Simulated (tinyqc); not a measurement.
Shallow acceptor in the spherical four-band model: one step. Ground state in the small basis. Five cases, with inputs chosen for the exercise.

Problem. Solve H u = E S u for the lowest level of the acceptor; the first half of the basis is L = 0 and the second L = 2. Give E, E without the f-g block, and the L = 2 weight u_g S_gg u_g with u S u = 1.

Give: E; E without coupling; L = 2 weight.

Case 1.

S, lower triangle:
```
          f1        f2        f3        g1        g2        g3
f1  1.000000
f2  0.583683  1.000000
f3  0.184576  0.586977  1.000000
g1         0         0         0  1.000000
g2         0         0         0  0.284716  1.000000
g3         0         0         0  0.019397  0.288480  1.000000
```

H (Ry*), lower triangle:
```
           f1         f2          f3         g1        g2         g3
f1  -0.809296
f2  -0.934573  -0.120354
f3  -0.869901  -0.416437   10.818398
g1  -0.314044  -0.539563   -0.219507   0.507975
g2  -0.089413  -1.895091   -3.264555   0.215845  5.605811
g3  -0.006092  -0.546696  -11.316399  -0.013290  2.692955  39.627812
```

Solution.

E = -1.219 Ry*
E without coupling = -0.989 Ry*
L = 2 weight = 0.086

Without the coupling the exact value is -1, which this basis, tuned to the compact coupled state, misses by 0.011. The coupling to L = 2 takes the level to 1.22 times that exact value.

Case 2.

S, lower triangle:
```
          f1        f2        g1        g2
f1  1.000000
f2  0.584991  1.000000
g1         0         0  1.000000
g2         0         0  0.286208  1.000000
```

H (Ry*), lower triangle:
```
           f1          f2        g1         g2
f1  -0.091353
f2  -0.395634   11.197075
g1  -3.185674   -5.479109  5.729278
g2  -0.911765  -19.143819  2.732324  40.693773
```

Solution.

E = -2.038 Ry*
E without coupling = -0.101 Ry*
L = 2 weight = 0.239

Without the coupling the exact value is -1, which this basis, tuned to the compact coupled state, misses by 0.899. The coupling to L = 2 takes the level to 2.04 times that exact value.

Case 3.

S, lower triangle:
```
          f1        f2        g1        g2
f1  1.000000
f2  0.584769  1.000000
g1         0         0  1.000000
g2         0         0  0.285954  1.000000
```

H (Ry*), lower triangle:
```
           f1          f2        g1         g2
f1   0.540466
f2   0.184890   17.030875
g1  -4.707365   -8.094858  8.226248
g2  -1.346091  -28.308234  3.940742  56.819133
```

Solution.

E = -2.496 Ry*
E without coupling = 0.539 Ry*
L = 2 weight = 0.276

Without the coupling the exact value is -1, which this basis, tuned to the compact coupled state, misses by 1.539. The coupling to L = 2 takes the level to 2.50 times that exact value.

Case 4.

S, lower triangle:
```
          f1        f2        g1        g2
f1  1.000000
f2  0.585479  1.000000
g1         0         0  1.000000
g2         0         0  0.286765  1.000000
```

H (Ry*), lower triangle:
```
           f1          f2        g1         g2
f1  -0.260727
f2  -0.546792    9.480307
g1  -2.729897   -4.697037  4.990946
g2  -0.782840  -16.379381  2.379060  35.836164
```

Solution.

E = -1.887 Ry*
E without coupling = -0.276 Ry*
L = 2 weight = 0.223

Without the coupling the exact value is -1, which this basis, tuned to the compact coupled state, misses by 0.724. The coupling to L = 2 takes the level to 1.89 times that exact value.

Case 5.

S, lower triangle:
```
          f1        f2        g1        g2
f1  1.000000
f2  0.585235  1.000000
g1         0         0  1.000000
g2         0         0  0.286486  1.000000
```

H (Ry*), lower triangle:
```
           f1         f2        g1         g2
f1  -0.803959
f2  -0.998486   2.593575
g1  -0.774597  -1.332505  1.882422
g2  -0.221911  -4.651200  0.874517  15.261240
```

Solution.

E = -1.182 Ry*
E without coupling = -0.873 Ry*
L = 2 weight = 0.091

Without the coupling the exact value is -1, which this basis, tuned to the compact coupled state, misses by 0.127. The coupling to L = 2 takes the level to 1.18 times that exact value.

Computed by tinyqc, one run a case: `OMP_NUM_THREADS=1 python tinyqc.py N N+1 out.jsonl` with N = 1252270, 1252282, 1252313, 1252357, 1252494; one thread of a shared Intel(R) Xeon(R) Processor @ 2.30GHz, about 0.06 s a run at most.
